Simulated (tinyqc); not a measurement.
Worked calculation: size effects in the resistivity of thin metal films and interconnect lines. Computed by tinyqc, a small Python program that keeps every step. Command: `OMP_NUM_THREADS=1 python tinyqc.py 3019489 3019490 out.jsonl size walk`. One thread of a shared host (Intel(R) Xeon(R) Processor @ 2.30GHz), about 0.01 s of CPU time with the checks. Intermediate numbers are printed to about 6 digits and carried at full precision; extremes and crossings named in words are read from the listed rows.

Electrons lose their drift at surfaces (a share 1 - p of the hits) and at grain boundaries (reflection R), besides bulk scattering. The line sits in a trench with a non-conducting liner on both walls and the bottom; the spacing equals the drawn width.

Inputs (values chosen for the exercise, modelled on tungsten):
```
quantity                                   value         unit
bulk resistivity rho_b                      5.17  microohm cm
bulk mean free path lambda                  15.3           nm
specularity p                               0.22            -
grain-boundary reflection R                  0.6            -
drawn line width w                            34           nm
grain size over metal width                    1            -
aspect ratio (height over width)             2.3            -
liner thickness t                            0.8           nm
line length                                   20   micrometre
permittivity of the dielectric k             2.4            -
competitor: rho_b relative to this metal     3.7            -
competitor: lambda relative to this metal   0.14            -
competitor: liner relative to t             0.16            -
```

Geometry: line.

Constants: eps_0 = 8.8541878128e-12 F/m.

## Metal cross-section

Metal width w_m = w - 2t, height h_m = (aspect ratio) w - t, grain size D = (ratio) w_m.

metal width w_m = 32.4 nm

metal height h_m = 77.4 nm

grain size D = 32.4 nm

share of the trench filled by metal = 94.3192 %

## Grain boundaries

Mayadas-Shatzkes: alpha = (lambda/D) R/(1 - R); rho_b/rho = 1 - 3 alpha/2 + 3 alpha^2 - 3 alpha^3 ln(1 + 1/alpha).

alpha = 0.708333

rho/rho_b from grains = 1.98381

The linear estimate 1 + 3 alpha/2 gives 2.062, 4 % high; at large alpha the slope is 4/3.

## Surfaces

Fuchs-Sondheimer film: rho_b/rho = 1 - (3/(2 kappa))(1 - p) int_0^1 (s - s^3)(1 - exp(-kappa/s))/(1 - p exp(-kappa/s)) ds, f = rho/rho_b, kappa = thickness/lambda, 80 Gauss-Legendre points. Line: the excess of a film of thickness w_m and of a film of thickness h_m are added, rho/rho_b = 1 + (f(w_m) - 1) + (f(h_m) - 1), an estimate that holds best when both sides exceed lambda.

kappa = w_m/lambda = 2.11765

f(w_m) = 1.15589

f(h_m) = 1.06134

rho/rho_b from surfaces = 1.21723

## Resistance and delay

Total: rho = rho_b [1 + surface excess + grain excess]; resistance per length rho/(w_m h_m); capacitance per length C = 2 k eps_0 (aspect ratio + 1/2), a parallel-plate estimate for two neighbours plus a fixed term for the planes above and below; delay 0.38 R C L^2; effective resistivity per drawn area.

resistivity rho = 11.3794 microohm cm

resistance per length = 45.3767 ohm/micrometre

capacitance per length = 0.119000 fF/micrometre

RC delay = 0.820775 ps

effective resistivity per drawn area = 12.0648 microohm cm

Of the factor 2.33 over bulk, scattering gives 2.20 and the liner 1.06; within scattering, grain boundaries outweigh surfaces (0.98 against 0.22, grains first).

## A short-path metal as competitor

w_m = w - 2t, h_m = (aspect ratio) w - t, D = (ratio) w_m; rho = rho_b [1 + surface excess + grain excess]. Effective resistivity rho (aspect ratio) w^2/(w_m h_m) for the metal with its liner, for the same metal without liner, and for a competitor with its own rho_b, lambda and liner, and for that competitor with the liner t; p, R, aspect and grain ratios are the same.

Effective resistivity (microohm cm):
```
w (nm)  this metal  without liner  competitor  competitor, liner t
200         6.2701         6.2013     19.7044              19.8705
100         7.3865         7.2116     20.2783              20.6300
50          9.7207         9.2175     21.4258              22.2097
30         13.0864        11.8863     22.9611              24.4567
20         17.7441        15.2154     24.8971              27.5237
14         24.5614        19.4779     27.4245              31.9583
10         35.3731        25.1252     30.8749              38.9106
7          56.3801        33.5228     36.2463              52.2383
5          97.6141        44.6051     43.8055              77.9347
```

The competitor wins below a width between 14.0 and 10.0 nm. In narrow lines rho scales as rho_b lambda/w, and the product rho_b lambda of the competitor is 0.52 times this metal's. At the narrowest width the liner costs this metal a factor 2.19. With the same liner the competitor wins below a width between 10.0 and 7.00 nm; at the narrowest width the thinner liner lowers it from 77.9 to 43.8. Rows with w - 2t below lambda stretch the additive estimate. Metal widths below about 5 nm are outside this semiclassical model.

Checks made by the program: grain-boundary formula against its angular integral 3 int_0^1 c^3/(c + alpha) dc (relative difference below 1e-10).
